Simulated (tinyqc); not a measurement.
Square on-chip spiral inductor, lumped pi model: one step of the calculation.

Outer diameter do = di + 2 n wd + 2 (n - 1) sp, mean da = (do + di)/2, fill p = (do - di)/(do + di), length l = 4 n da. L = 2.34 mu0 n^2 da/(1 + 2.75 p), mu0 = 4 pi 1e-7 H/m. Rs = rho l/(wd delta (1 - exp(-th/delta))), delta = sqrt(rho/(pi f mu0)). Cs = n wd^2 eps0 eo/hu across the coil. At each end Cox = l wd eps0 eo/(2 ho) leads to the substrate branch Rsi = 2 rs he/(l wd) in parallel with Csi = l wd eps0 11.7/(2 he). With one end grounded Y = 1/(Rs + i w L) + i w Cs + 1/[1/(i w Cox) + 1/(1/Rsi + i w Csi)], w = 2 pi f; Q = -Im Y/Re Y. Eddy currents in neighbouring turns and in the substrate are left out.

Task. Geometry and model elements. do, l, L, delta, Rs, Cs, Cox, Rsi and Csi as defined.

Parameters, values chosen for the exercise; values of the order met in silicon radio-frequency processes: number of turns n = 1.5; line width wd = 15 um; space between turns sp = 3 um; inner diameter di = 80 um; metal thickness th = 4 um; metal resistivity rho = 2.2 uohm cm; oxide below the coil ho = 4 um; oxide between coil and underpass hu = 1 um; relative permittivity of the oxide eo = 3.9; substrate resistivity rs = 10 ohm cm; effective spreading depth in the substrate he = 30 um; frequency f = 8.7 GHz.

Constants: eps0 = 8.8541878128e-12 F/m. Results are converted to the units shown.

Find: do; l; L; delta; Rs; Cs; Cox; Rsi; Csi.

Result.

do = 128.00 um
l = 624.00 um
L = 0.42095 nH
delta = 0.80034 um
Rs = 1.1513 ohm
Cs = 11.654 fF
Cox = 40.402 fF
Rsi = 641.03 ohm
Csi = 16.161 fF

tinyqc, about 0.01 s, one thread, Intel Xeon 2.30GHz (shared host): `OMP_NUM_THREADS=1 python tinyqc.py 2302207 2302208 out.jsonl`
